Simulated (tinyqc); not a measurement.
Changing the pulse time t: atomic layer deposition: Langmuir saturation, growth per cycle and coating of deep features. Computed by tinyqc, a small Python program. Command: `OMP_NUM_THREADS=1 python tinyqc.py 3012164 3012165 out.jsonl ald sweep`. One thread of a shared host (Intel(R) Xeon(R) Processor @ 2.30GHz), about 0.06 s of CPU time with the checks.

Precursor A sticks only on free sites, so a long enough pulse saturates; co-reactant B then frees the sites again.

Inputs (values chosen for the exercise, modelled on hafnium oxide from an amide and water):
```
quantity                                  value      unit
precursor mass M                            411         u
site density q                              2.7    1/nm^2
growth per cycle at saturation G           0.93  angstrom
sticking probability beta on free sites  0.0072         -
precursor pressure p                       0.53        Pa
temperature T                               275         C
co-reactant completion per pulse c_B      0.999         -
desorption energy E_d                      1.62        eV
purge time t_p                              8.2         s
aspect ratio a                               22         -
```

Feature: round hole.

Constants: u = 1.6605390666e-27 kg; k_B = 1.380649e-23 J/K; k_B = 8.617333262e-05 eV/K.

Method:
- Wall flux F = p/sqrt(2 pi M k_B T); rate of filling k_a = beta F/q; desorption k_d = 1e13 exp(-E_d/(k_B T)) per second. 1/m^2 = 1e-18/nm^2.
- Temperatures in kelvin are T(C) + 273.15.
- One cycle from coverage th0: pulse A gives th1 = th_s + (th0 - th_s) exp(-(k_a + k_d) t), th_s = k_a/(k_a + k_d); the purge leaves th2 = th1 exp(-k_d t_p); pulse B converts c_B th2 into film and leaves th3 = (1 - c_B) th2. Growth = G c_B th2.
- The periodic state has th0 = th3: th0 = (1 - c_B) e_p th_s (1 - e_a)/(1 - (1 - c_B) e_p e_a), with e_a = exp(-(k_a + k_d) t), e_p = exp(-k_d t_p).
- Share of impinging molecules used = q (th1 - th0)/(F t).
- Diffusion-limited filling (Gordon) of a round hole of diameter w: a saturation front at depth z needs dz/dt = D_K n/(z (4q/w)), with Knudsen D_K = w c/3 and F = n c/4; including the entrance and floor terms, t = (q/F)(1 + 19a/4 + 3a^2/2). Reaction-limited filling needs ln(100)/k_a at any depth, k_a = beta F/q. Flow is molecular. The front picture holds when the modulus a sqrt(beta) is well above 1.
- Depth reached by the given pulse: solve the same formula for a. Exposure = p x diffusion-limited time; 1 langmuir = 1.33322e-4 Pa s.

One run for each value; columns: (1) pulse time t (s); (2) growth per cycle (angstrom); (3) share of impinging molecules used; (4) aspect ratio reached by the front in time t:
```
(1)         (2)        (3)         (4)
0.0011  0.00720  0.0071689  4.1275e-02
0.0028  0.01820  0.0071212  3.8499e-01
0.007   0.04476  0.0070052  1.0483e+00
0.043   0.23972  0.0061082  4.1679e+00
0.11    0.48368  0.0048177  7.4581e+00
0.27    0.73546  0.0029845  1.2487e+01
0.66    0.83083  0.0013792  2.0355e+01
1.6     0.83549  0.0005721  3.2536e+01
4.1     0.83549  0.0002233  5.3008e+01
```

Give the missing row, pulse time t (s) = 0.017.

Computed row; columns: (1) pulse time t (s); (2) growth per cycle (angstrom); (3) share of impinging molecules used; (4) aspect ratio reached by the front in time t:
```
(1)        (2)        (3)         (4)
0.017  0.10456  0.0067390  2.1836e+00
```

Interpolating between the two neighbouring rows (the first column on a logarithmic scale, the others too where they are positive) misses most in aspect ratio reached by the front in time t, by 5.7 %. Over the rows, growth per cycle (angstrom) rises from 0.00720 to 0.835; share of impinging molecules used falls from 0.00717 to 2.23e-4 (exponent d ln y / d ln x -0.0071 between the first rows and -1.00 between the last); aspect ratio reached by the front in time t rises from 0.0413 to 53.0 (exponent d ln y / d ln x 2.4 between the first rows and 0.52 between the last). At the high end the exponent of growth per cycle is 0.00, close to 0: self-limiting growth. At the low end the exponent of growth per cycle is 0.99, close to 1: far from saturation. At the high end the exponent of share of impinging molecules used is -1.00, close to -1: after saturation more gas is wasted. At the low end the exponent of share of impinging molecules used is -0.01, close to 0: every molecule still finds free sites. At the high end the exponent of aspect ratio reached by the front in time t is 0.52, close to 0.50: the front moves as sqrt(t). Growth saturates once k_a t passes a few units, since A sticks only on free sites; longer pulses then serve only depth.

Caution (rows 0.00110, 0.00280): common pulse valves need about 10 ms, so a pulse this short is formal. Caution (rows 0.00110, 0.00280, 0.00700, 0.0170, 0.0430, 0.110, 0.270): the pulse is shorter than ln(100)/k_a, so even the open surface is not saturated and the depth reached has no meaning. Caution (rows 0.00110, 0.00280, 0.00700, 0.0170, 0.0430, 0.110, 0.270, 0.660): the depth reached is formal here: it is under 2/sqrt(beta), so no sharp front has formed.
